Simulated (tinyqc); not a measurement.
Away from the valley: two-band massive Dirac model of the K valleys.

Basis (conduction, valence): H = [[D/2, a t (tau kx - i ky)], [a t (tau kx + i ky), -D/2 + lam tau sz]], valley tau = +/-1, spin sz = +/-1. The gap of a spin and valley is G = D - lam tau sz. Berry curvature Omega = curl of i<u|grad u>; for the conduction band Omega_c = -tau 2 a^2 t^2 G/(G^2 + 4 a^2 t^2 k^2)^(3/2), and Omega_v = -Omega_c.

Values chosen for the exercise (near those used for monolayer WS2; the results hold for these values, not for the real material):

| symbol | value | unit | meaning |
|---|---|---|---|
| a | 3.197 | angstrom | lattice constant |
| D | 1.72 | eV | gap parameter |
| t | 1.44 | eV | effective hopping |
| lam | 0.197 | eV | half the valence spin splitting |

Flavour tau = +1, sz = +1. Parabolic transition energy G + 2 a^2 t^2 k^2/G; degree of circular polarisation eta = 2 cos(theta)/(1 + cos^2(theta)). The last column is the Berry flux of the conduction band inside |k|, over 2 pi: -(1 - cos(theta))/2, cos(theta) = G/(transition energy).

Along |k|:

| \|k\| (1/angstrom) | transition (eV) | parabolic (eV) | Omega_c (angstrom^2) | eta | flux/2 pi |
|---|---|---|---|---|---|
| 0.000 | 1.5230 | 1.5230 | -18.274 | 1.0000 | 0.0000 |
| 0.025 | 1.5403 | 1.5404 | -17.666 | 0.9999 | -0.0056 |
| 0.050 | 1.5911 | 1.5926 | -16.028 | 0.9990 | -0.0214 |
| 0.075 | 1.6722 | 1.6796 | -13.805 | 0.9956 | -0.0446 |
| 0.100 | 1.7797 | 1.8013 | -11.453 | 0.9880 | -0.0721 |
| 0.150 | 2.0560 | 2.1492 | -7.428 | 0.9566 | -0.1296 |
| 0.200 | 2.3897 | 2.6363 | -4.731 | 0.9065 | -0.1813 |
| 0.300 | 3.1543 | 4.0279 | -2.057 | 0.7831 | -0.2586 |

What does the comparison show?

The curvature halves at |k| = 0.127 1/angstrom, where 2 a t k = 0.766 G. At 0.3 the parabola is 874 meV too high, eta has fallen only to 0.783, and the flux has reached -0.259 of the -1/2 that a whole cone holds. The real bands leave this model beyond about 0.1 to 0.2 1/angstrom, where trigonal warping and other bands enter.

Run: tinyqc, `OMP_NUM_THREADS=1 python tinyqc.py 1451559 1451560 out.jsonl`; Intel(R) Xeon(R) Processor @ 2.30GHz, one thread, shared host; about 0.01 s of CPU time with all checks.
